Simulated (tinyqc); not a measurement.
Inside a calculation. Model: microkinetic model of low-temperature epitaxy from hydride gases: adsorption, hydrogen desorption and rate control. Computed by tinyqc, a small Python program that keeps every step. Command: `OMP_NUM_THREADS=1 python tinyqc.py 3031057 3031058 out.jsonl hepi walk`. One thread of a shared host (Intel(R) Xeon(R) Processor @ 2.30GHz), about 0.01 s of CPU time with the checks. Intermediate numbers are printed to about 7 digits and carried at full precision; extremes and crossings named in words are read from the listed rows.

Each hydride molecule needs two free sites and leaves four hydrogen atoms, of which two leave at once as H2; theta is the hydrogen coverage, the site density is 6.78 per nm^2 and one layer is 1.358 angstrom thick.

Inputs (values chosen for the exercise, close to those used for silane and germane on Si(001)): silane pressure p_S = 0.028 Pa; sticking prefactor of silane s0 = 0.035; adsorption barrier E_s = 0.14 eV; desorption prefactor nu_d = 4.9e+11 1/s; desorption energy on silicon E_d = 2.02 eV; hydrogen carrier pressure p_H = 0 Pa; sticking of hydrogen s_H = 4.3e-07; temperature T = 790 C; germane pressure p_G = 0.00079 Pa; sticking ratio of germane to silane r_G = 1.9; lowering of E_d per unit germanium fraction, dE = 0.31 eV.

Film: silicon-germanium. Order of hydrogen desorption: first.

Constants: k_B = 8.617333262e-05 eV/K; u = 1.6605390666e-27 kg; k_B = 1.380649e-23 J/K.

## Rate constants

Flux per site F = p/(sqrt(2 pi M k_B T) x 6.78e18 per m^2), M = 32.12 u (silane), 76.63 u (germane), 2.016 u (hydrogen); s = s0 exp(-E_s/(k_B T)); k_S = s F_S, k_G = r_G s F_G; germanium fraction x = k_G/(k_S + k_G); k = k_S + k_G; k_H = s_H F_H; k_d = nu_d exp(-(E_d - dE x)/(k_B T)). Temperatures in kelvin are T(C) + 273.15.

k = 0.4626084 1/s

germanium fraction x = 0.03354238

k_H = 0 1/s

k_d = 145.8270 1/s

## Coverage and growth rate

With k the hydride and k_H the hydrogen adsorption rate on free pairs and k_d the desorption rate, steady state: 2 (k + k_H)(1 - theta)^2 = k_d theta; growth rate R = k (1 - theta)^2 layers/s; 1 layer/s = 8.148 nm/min. With c = 2 (k + k_H)/k_d the free share is 1 - theta = 2/(1 + sqrt(1 + 4c)).

c = 0.006344619

hydrogen coverage theta = 0.006265365

growth rate R in layers = 0.4568297 layers/s

growth rate G = 3.722249 nm/min

The surface is mostly bare: the arrival of hydride limits growth.

## Degrees of rate control

X_i = d ln R/d ln k_i at fixed other constants. With f = 1 - theta and a = 2/f + 1/theta: d ln f/d ln k_d = 1/(a f), so X_d = 2/(a f), X_k = 1 - X_d k/(k + k_H), X_H = -X_d k_H/(k + k_H); they sum to 1.

X_d (desorption) = 0.01245271

X_k (hydride adsorption) = 0.9875473

X_H (hydrogen adsorption) = 0

## Two regimes over temperature

Limits: desorption-limited R = k_d k/(2 (k + k_H)), adsorption-limited R = k.

Growth:
```
T (C)         theta    G (nm/min)  desorption limit (nm/min)  adsorption limit (nm/min)
400    9.701311e-01  1.743591e-03               1.797273e-03                   1.954361
450    9.102431e-01  1.794956e-02               1.971953e-02                   2.228016
500    7.774621e-01  1.233976e-01               1.587185e-01                   2.491718
550    5.529588e-01  5.483011e-01               9.915769e-01                   2.743620
600    2.950976e-01  1.482044e+00               5.022218e+00                   2.982657
650    1.171858e-01  2.500445e+00               2.133744e+01                   3.208328
700    4.031964e-02  3.150270e+00               7.813240e+01                   3.420540
750    1.396386e-02  3.519104e+00               2.520150e+02                   3.619482
800    5.167573e-03  3.766307e+00               7.288347e+02                   3.805536
850    2.066480e-03  3.962777e+00               1.917645e+03                   3.979205
```

The apparent activation energy of G is 1.96 eV between the first rows and 0.11 eV between the last; full hydrogen cover gives a value near the desorption energy (plus E_s where k_H far exceeds k), a bare surface one near E_s less k_B T/2 from the flux. The coverage passes one half between 550 and 600 C, the knee of the Arrhenius plot.

Checks made by the program: steady coverage against time integration of d theta/dt (relative difference below 1e-10); degree of control against a finite difference (relative difference 2e-09).
